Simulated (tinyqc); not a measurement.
Contact resistivity and sheet resistance from two contact lengths.

Question. Rc = [sqrt(rc Rsh)/Wc] coth(Lc/(2 LT)), LT = sqrt(rc/Rsh), Wc = 60 nm; the second contact is twice as long as the first. Find LT, rc and Rsh.

Rc for Lc = 28 and 56 nm (ohm): [164.995903, 97.0886617]

Solution. With t = tanh(Lc/(2 LT)) for the shorter contact, the resistance of the longer over that of the shorter is (1 + t^2)/2. Then sqrt(rc Rsh) = Rc t Wc, and rc and Rsh follow by multiplying and dividing by LT.

LT = 31.22 nm
rc = 1.300e-9 ohm cm^2
Rsh = 133.3 ohm

Program tinyqc, `OMP_NUM_THREADS=1 python tinyqc.py 2170005 2170006 out.jsonl`; Intel Xeon 2.30GHz, shared host, one thread, about 0.03 s.
